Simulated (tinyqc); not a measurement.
Sublattice potential against complex hopping: Haldane model. Computed by the program tinyqc. H_AA = delta - 2 t2 sum cos(k.b + phi), H_BB = -delta - 2 t2 sum cos(k.b - phi), H_AB = -t1 (1 + exp(-i k.a1) + exp(-i k.a2)), b = a1, a2 - a1, -a2, m = 3 sqrt3 t2 sin(phi); the sign of the Chern number follows the orientation k1 then k2.

Honeycomb lattice:

| parameter | value |
|---|---|
| t1 (eV) | 2.910000 |
| t2 (eV) | 0.180000 |
| phi (rad) | 1.440000 |

Gaps at the two valleys (eV) and Chern number of the lower band (12 x 12 mesh):

| delta | gap 2\|delta - m\| | gap 2\|delta + m\| | Chern number |
|---|---|---|---|
| -1.669 | 5.193 | 1.483 | 0 |
| -1.205 | 4.265 | 0.555 | 0 |
| -0.556 | 2.967 | 0.743 | -1 |
| 0.000 | 1.855 | 1.855 | -1 |
| 0.371 | 1.113 | 2.597 | -1 |
| 0.695 | 0.465 | 3.245 | -1 |
| 1.159 | 0.463 | 4.173 | 0 |
| 1.855 | 1.855 | 5.565 | 0 |

What does the comparison show, and why?

Here |m| = 0.9273 eV. For |delta| < |m| the two valleys have masses of opposite sign and the Chern number is +/-1; one gap closes at |delta| = |m|, and beyond it the band is trivial.
